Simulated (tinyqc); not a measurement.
What each parameter does: square lattice in a magnetic field (Harper-Hofstadter model).

Landau gauge, lattice period 1: the magnetic cell has q sites j = 0 to q - 1 along x. H_jj = -2 ty cos(ky + 2 pi p j/q), H_(j,j+1) = -tx, and the bond from q - 1 back to 0 is H_(q-1,0) = -tx exp(i q kx). The levels depend on k only through cos(q kx) and cos(q ky), so the band edges lie at (0, 0) and (pi/q, pi/q).

Values chosen for the exercise (a lateral superlattice; not measured data):

| symbol | value | unit | meaning |
|---|---|---|---|
| p | 3 |  | flux per plaquette p/q, in units of h/e |
| q | 5 |  |  |
| tx | 1.9 | meV | hopping along x |
| ty | 1.9 | meV | hopping along y |

Bottom and width of band 1, the first gap and the total width of all bands.

Results for these values:

| case | bottom (meV) | width (meV) | first gap (meV) | total width (meV) |
|---|---|---|---|---|
| base | -4.9743 | 0.5420 | 0.2986 | 3.5025 |

What happens to each result for q = 7, all else kept?

Answer: bottom rises from -4.9743 to -4.9609; width falls from 0.5420 to 0.1490; first gap rises from 0.2986 to 0.5426; total width falls from 3.5025 to 2.4729.

The same for each parameter in turn:

| case | bottom (meV) | width (meV) | first gap (meV) | total width (meV) |
|---|---|---|---|---|
| base | -4.9743 | 0.5420 | 0.2986 | 3.5025 |
| tx = 2.28 meV | -5.5142 | 0.6212 | 0.3196 | 4.0584 |
| ty = 1.425 meV | -4.4344 | 0.5217 | 0.2442 | 3.4605 |
| p = 2 | -4.9743 | 0.5420 | 0.2986 | 3.5025 |
| q = 7 | -4.9609 | 0.1490 | 0.5426 | 2.4729 |

Flux p/q and 1 - p/q have the same spectrum: reversing the field leaves it alone, and one whole quantum is a gauge change.

tinyqc: `OMP_NUM_THREADS=1 python tinyqc.py 1252517 1252518 out.jsonl`; about 0.02 s, one thread, shared Intel(R) Xeon(R) Processor @ 2.30GHz.
